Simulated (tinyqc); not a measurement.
# Anisotropic elasticity and sound waves of a cubic crystal, step by step

A worked calculation. Computed by tinyqc, a small Python program that keeps every step. Command: `OMP_NUM_THREADS=1 python tinyqc.py 3029623 3029624 out.jsonl cubicelastic walk`. One thread of a shared host (Intel(R) Xeon(R) Processor @ 2.30GHz), about 0.01 s of CPU time with the checks. Intermediate numbers are printed to about 5 digits and carried at full precision; extremes and crossings named in words are read from the listed rows.

Voigt order 1..6 = xx, yy, zz, yz, xz, xy, with engineering shear strains. The rotated frame has x' as named, z' along the wafer normal and y' = z' x x'.

Inputs (values chosen for the exercise, modelled on gallium arsenide):
```
quantity                                value    unit
C11                                     118.1     GPa
C12                                     54.29     GPa
C44                                      59.7     GPa
density rho                             5.278  g/cm^3
expansion coefficient of the film         5.6   ppm/K
expansion coefficient of the substrate    7.5   ppm/K
cooling Delta T                           700       K
```

Frame: (110) wafer, x' along [001].

wave normal (not normalised): 4  4.5  0.2

## Compliances and anisotropy

S11 = (C11 + C12)/D, S12 = -C12/D, D = (C11 - C12)(C11 + 2 C12), S44 = 1/C44. Zener ratio A = 2 C44/(C11 - C12); S0 = S11 - S12 - S44/2; H = 2 C44 + C12 - C11.

S11 = 11.918 1/TPa

S12 = -3.7533 1/TPa

S44 = 16.750 1/TPa

Zener ratio A = 1.8712

S0 = 7.2963 1/TPa

H = 55.59 GPa

## Stiffness in the rotated frame

direction cosines a (rows x', y', z' in the cube axes):
```
         x        y       z
x'  0.0000   0.0000  1.0000
y'  0.7071  -0.7071  0.0000
z'  0.7071   0.7071  0.0000
```

C'_ijkl = C12 delta_ij delta_kl + C44 (delta_ik delta_jl + delta_il delta_jk) - H sum_m a_im a_jm a_km a_lm.

C' (GPa):
```
         1        2        3       4       5       6
1  118.100   54.290   54.290   0.000   0.000   0.000
2   54.290  145.895   26.495   0.000   0.000   0.000
3   54.290   26.495  145.895   0.000   0.000   0.000
4    0.000    0.000    0.000  31.905   0.000   0.000
5    0.000    0.000    0.000   0.000  59.700   0.000
6    0.000    0.000    0.000   0.000   0.000  59.700
```

No normal-shear coupling appears in this frame.

## Moduli along the axes of the frame

Invert C' to S'. E along x' = 1/S'11, along y' = 1/S'22; Poisson ratios nu(x'y') = -S'12/S'11 and nu(x'z') = -S'13/S'11; in-plane shear modulus 1/S'66.

E along x' = 83.905 GPa

E along y' = 120.92 GPa

nu(x'y') = 0.31493

nu(x'z') = 0.31493

in-plane shear modulus = 59.7 GPa

E differs between x' and y' by -30.6 %.

## Thermal stress in a film with this orientation

On cooling, a thick substrate imposes eps_1 = eps_2 = (alpha_film - alpha_substrate) Delta T and eps_6 = 0; the free surface sets sigma_3 = sigma_4 = sigma_5 = 0, which fixes eps_3, eps_4, eps_5. Biaxial modulus M = (sigma_1 + sigma_2)/(2 eps); energy density M eps^2. Elastic response and constant coefficients are assumed.

in-plane strain = -1.33 per mille

elastic strain along the normal = 0.73645 per mille

stress along x' = -189.30 MPa

stress along y' = -246.73 MPa

biaxial modulus M = 163.92 GPa

energy density = 0.28996 MJ/m^3

The film ends in compression. Caution: the thermal stress of this film exceeds 200 MPa, which can relax by slip, cracking or buckling in a real film.

## Sound waves along the wave normal

In the cube axes, with unit normal n: G_ij = (C12 + C44) n_i n_j + (C44 - H n_i^2) delta_ij, eigenvalues rho v^2, eigenvectors u (columns, largest component positive). Group velocity V_i = [(C12 + C44)(u.n) u_i + C44 n_i - H u_i^2 n_i]/(rho v); its angle to n has cosine v/|V|.

Christoffel matrix (GPa):
```
        x       y       z
x  85.448  56.540   2.513
y  56.540  92.287   2.827
z   2.513   2.827  59.764
```

phase velocities (m/s): 2470.9  3360.3  5253.6

polarisations:
```
       slow      fast  longitudinal
x   0.72804  -0.03300       0.68474
y  -0.68552  -0.02931       0.72746
z   0.00394   0.99903       0.04397
```

group speeds (m/s): 2500.4  3364.7  5257.2

angles between V and n (degree): 8.8043  2.9318  2.1074

Energy flows off the wave normal by up to 8.8 degrees, for the slow transverse wave.

## Polycrystal bounds against single-crystal directions

B = (C11 + 2 C12)/3; Voigt G = (C11 - C12 + 3 C44)/5; Reuss G = 5/(4 (S11 - S12) + 3 S44); Hill is their mean; E = 9BG/(3B + G), nu = (3B - 2G)/(6B + 2G). Along <hkl>, with g = 0, 1/4, 1/3: 1/E = S11 - 2 S0 g; for a film with that normal C33 = C11 + 2 H g and M = [6B - (3B - C33) - (3B - C33)^2/C33]/2.

bulk modulus B = 75.56 GPa

Averages:
```
average  G (GPa)  E (GPa)       nu
Voigt     48.582   120.02  0.23526
Reuss     44.272   111.12  0.25491
Hill      46.427   115.60  0.24501
```

Directions:
```
direction  E (GPa)  biaxial modulus M (GPa)
<100>        83.91                   122.48
<110>       120.92                   163.92
<111>       141.76                   174.44
```

The bounds on G differ by 9.7 %, while E varies by a factor 1.69 with direction; with A above 1 the stiffest axis is <111>. Under a fixed mismatch strain, grains with a <100> normal store the least energy.

Checks made by the program: E along x' against 1/E = S11 - 2 S0 (l^2 m^2 + m^2 n^2 + n^2 l^2) (relative difference below 1e-10); closed form of M against the matrix solution (relative difference below 1e-10).
